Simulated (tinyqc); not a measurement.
Input admittance of a MOSFET at zero drain bias: distributed channel and distributed gate: two steps of the calculation.

Source and drain grounded, strong inversion, w = 2 pi f, Cox = eps0 eox/tox. The channel is an RC line of resistance 1/(mu Cox Vo) per square fed from both ends, so one finger has the intrinsic admittance y = i w Cox L tanh(g)/g per width, g = (1/2) sqrt(i w tau), tau = L^2/(mu Vo). The vertical resistance rv/L is in series with y, the overlaps 2 i w Cov in parallel: y_t = 1/(1/y + rv/L) + 2 i w Cov. The gate strip is a line of Rsh/L per length loaded by y_t, so a finger has Y = y_t Wf tanh(k)/k, k = (Wf/sd) sqrt(y_t Rsh/L); the device has Nf Y.

Parameters, values chosen for the exercise; values of the order met in silicon radio-frequency transistors: relative permittivity of the gate insulator (close to silicon dioxide) eox = 3.9; insulator thickness tox = 1.6 nm; channel length L = 1.4 um; finger width Wf = 1.9 um; number of fingers Nf = 1; channel mobility mu = 320 cm^2/(V s); gate overdrive Vo = 0.64 V; sheet resistance of the gate Rsh = 6.2 ohm/square; vertical resistivity of the gate stack rv = 1.1 ohm um^2; number of ends at which a finger is contacted sd = 2; overlap and fringe capacitance on each side Cov = 0.2 fF/um; frequency f = 1.7 GHz.

Constants: eps0 = 8.8541878128e-14 F/cm where lengths are in cm. Results are converted to the units shown.

Problem 1. Admittance of the channel and stack per width. tau, g, c = Cox L, y and y_t as defined.

Wanted: tau; g; c; y; y_t.

Solution 1.

tau = 95.70 ps
g = 0.3575+0.3575i
c = 30.21 fF/um
y = 27.2+320.0i uS/um
y_t = 27.3+324.2i uS/um

w tau = 1.02, and Im y is 0.991 of w c.

Problem 2. Input impedance of the device. k and Y as defined; Z = 1/(Nf Y) = R + 1/(i w C); Q = |Im Z|/R; signal at the point farthest from a contact |1/cosh k|.

y_t = 27.28532+324.21624i uS/um

Find: k; Nf Y; R; C; Q; signal at the far point.

Solution 2.

k = 0.02655+0.02441i
Nf Y = 0.0521+0.6160i mS
R = 136.4 ohm
C = 58.08 fF
Q = 11.82
signal at the far point = 0.9999

Computed by the program tinyqc: `OMP_NUM_THREADS=1 python tinyqc.py 2262059 2262060 out.jsonl`, one thread of a shared Intel Xeon 2.30GHz, about 0.01 s for the whole run.
